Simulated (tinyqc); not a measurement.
# Changing the cation polarisability alpha_+

Model: rigid-ion and shell models of the dielectric response of an ionic crystal. Computed by tinyqc, a small Python program. Command: `OMP_NUM_THREADS=1 python tinyqc.py 3013834 3013835 out.jsonl shell sweep`. One thread of a shared host (Intel(R) Xeon(R) Processor @ 2.30GHz), about 0.01 s of CPU time with the checks.

Charges +Z and -Z; 8 nearest neighbours, Madelung constant M = 1.762675, volume per ion pair Omega = 1.539601 d^3. Energy per pair U = -M Z^2 e2/d + 8 A exp(-d/rho), e2 = e^2/(4 pi eps_0). In the shell model the anion is a core of charge Y - Z and a massless shell of charge -Y, joined by the spring k; the repulsion acts on the shell. Each ion feels the Lorentz field E + (4 pi/3) P (Gaussian units).

Inputs (values chosen for the exercise, for a model crystal): nearest-neighbour distance d = 2.37 angstrom; ionic charge Z = 0.878 e; hardness d/rho = 9.59; cation mass = 131 u; anion mass = 19 u; shell charge size Y = 2.55 e; core-shell spring k = 46.1 eV/angstrom^2; film thickness t = 3.1 nm.

Structure: caesium chloride.

Constants: e^2/(4 pi eps_0) = 14.39964548 eV angstrom; 1 eV/angstrom^3 = 160.2176634 GPa; nu for 1 eV/(angstrom^2 u) = 15.6333042 THz; 1 THz = 33.35640952 1/cm; eps_0 = 8.8541878128e-12 F/m; h x 1 THz = 4.135667696 meV.

Method:
- Zero pressure fixes 8 A exp(-d/rho) = M Z^2 e2 rho/d^2. Then U = -(M Z^2 e2/d)(1 - rho/d), B = M Z^2 e2 (d/rho - 2)/(9 Omega d), and the spring of one sublattice against the other is R = (1/3) x (Laplacian of the repulsion summed over neighbours) = M Z^2 e2 (d/rho - 2)/(3 d^3), so R = 3 B Omega/d^2.
- Eliminating the shell gives the anion polarisability alpha_- = Y^2 e2/(k + R), the Szigeti charge Z_S = Z - Y R/(k + R) and the softened spring R' = k R/(k + R). With b = 4 pi (alpha_+ + alpha_-)/(3 Omega): eps_inf = (1 + 2b)/(1 - b) (Clausius-Mossotti); Born charge Z* = Z_S (eps_inf + 2)/3.
- mu lambda_TO = R' - (4 pi e2/(3 Omega)) Z_S^2/(1 - b); mu lambda_LO = mu lambda_TO + 4 pi e2 Z*^2/(eps_inf Omega); eps_s = eps_inf lambda_LO/lambda_TO.
- lambda in eV/(angstrom^2 u) gives the wavenumber 15.6333042 x 33.35640952 x sqrt(lambda); mu is the reduced mass.
- Capacitance per area eps_0 eps_s/t; equivalent oxide thickness EOT = t x 3.9/eps_s; the surface optical mode against silicon (eps = 11.7) lies at omega_TO sqrt[(eps_s + 11.7)/(eps_inf + 11.7)], and its squared coupling to channel electrons scales as g = hbar omega_SO [1/(11.7 + eps_inf) - 1/(11.7 + eps_s)], with hbar omega = h c x wavenumber.

One run for each value; columns: (1) cation polarisability alpha_+ (angstrom^3); (2) eps_s; (3) eps_inf; (4) Born charge Z* (e); (5) omega_TO (1/cm); (6) remote-phonon coupling g (meV):
```
(1)       (2)     (3)     (4)     (5)      (6)
0.027  12.568  2.9152  1.1267  137.94  0.59976
0.044  12.818  2.9433  1.1331  137.16  0.60522
0.074  13.281  2.9938  1.1447  135.76  0.61504
0.120  14.049  3.0732  1.1629  133.51  0.63058
0.210  15.801  3.2360  1.2002  128.79  0.66281
0.340  19.132  3.4906  1.2586  121.05  0.71406
0.570  29.594  4.0075  1.3770  103.55  0.82116
```

Over the rows, eps_s rises from 12.6 to 29.6 (exponent d ln y / d ln x 0.040 between the first rows and 0.84 between the last); eps_inf rises from 2.92 to 4.01 (exponent d ln y / d ln x 0.020 between the first rows and 0.27 between the last); Born charge Z* (e) rises from 1.13 to 1.38 (exponent d ln y / d ln x 0.012 between the first rows and 0.17 between the last). A more polarisable cation strengthens the local field, which raises the Born charge and softens the TO mode at once; eps_s grows faster than eps_inf. Left out: 0.960, 1.60 (the TO mode of the shell model is soft to the point of instability).
